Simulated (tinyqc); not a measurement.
# Trap and transport parameters from the curve

Problem. A layer shows an ohmic current q n0 mu V/L, then a square law (9/8) th eps0 eps_r mu V^2/L^3 above Vx = 8 q n0 L^2/(9 th eps0 eps_r), and trap filling at V_TFL = q Nt L^2/(2 eps0 eps_r). th = y/(1 + y), y = (Nc/Nt) exp(-Et/kB T). The square-law current at V is given. Find th, n0, Nt and Et.

Values chosen for this exercise:
```
symbol    value        unit                 meaning
T           300           K             temperature
eps_r      22.2               relative permittivity
mu      0.00012  cm^2/(V s)                mobility
L           460          nm               thickness
Nc       8.4e20       cm^-3  band density of states
V           9.1           V                 voltage
```

Constants: q = 1.602176634e-19 C, kB = 1.380649e-23 J/K, Vt = kB T/q, eps0 = 8.8541878128e-14 F/cm where lengths are in cm. Results are converted to the units shown.

Mott-Gurney J = 3.9611847e-7 A/cm^2
Vx = 1.6601415 V
V_TFL = 75.888685 V

Solution. The square law gives th, Vx gives n0, V_TFL gives Nt, and th with Nt gives Et.

th = 1.75e-6
n0 = 1.90e10 cm^-3
Nt = 8.80e17 cm^-3
Et = 0.520 eV

Computed by the program tinyqc: `OMP_NUM_THREADS=1 python tinyqc.py 2370012 2370013 out.jsonl`, one thread of a shared Intel Xeon 2.30GHz, about 0.01 s for the whole run.
